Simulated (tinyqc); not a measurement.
Carrier lifetime from Shockley-Read-Hall, radiative, Auger and surface recombination: one step, computed by the program tinyqc.

Energies are counted from the top of the valence band. Boltzmann statistics, full ionisation, and equal excess densities of electrons and holes.

Question. Surface lifetime. The slowest diffusion mode has x tan x = S W/(2 D) with 0 < x < pi/2 (bisection), and tau_s = W^2/(4 x^2 D). The common approximation is W/(2 S) + W^2/(pi^2 D).

Inputs (values chosen for the exercise, for a model semiconductor): diffusion coefficient D = 6.9 cm^2/s; surface velocity S = 16 cm/s; thickness W = 110 micrometre.

Doping: n-type. Surface term: two equal surfaces.

Give: x; tau_s; approximate tau_s.

Answer.

x = 0.1127

tau_s = 3.452e-04 s

approximate tau_s = 3.455e-04 s

The approximation is off by 0.091 %. Recombination at the surfaces limits: tau_s is close to W/2S.
